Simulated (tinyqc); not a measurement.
Inside a calculation. Method: coupled-perturbed Hartree-Fock on RHF in the 3-21g basis, for H3+, spin multiplicity 1. One step of it, computed by the program tinyqc.

Task: Response to a field: uncoupled start. Field along z; U_ai = -mu_ai / (e_a - e_i), alpha = -4 sum U_ai mu_ai.

orbital energies (hartree): MO1 -0.972582, MO2 -0.373877, MO3 -0.007377, MO4 0.684124, MO5 0.800346, MO6 1.001937

dipole integrals <a|z|i> (bohr):
```
           i1
a2   1.355596
a3   0.000000
a4   0.000000
a5  -0.066497
a6   0.000000
```

Give: uncoupled U; uncoupled polarisability.

Result:

uncoupled U:
```
        i1
a2  -2.264
a3   0.000
a4   0.000
a5   0.038
a6   0.000
```

uncoupled polarisability = 12.287 bohr^3
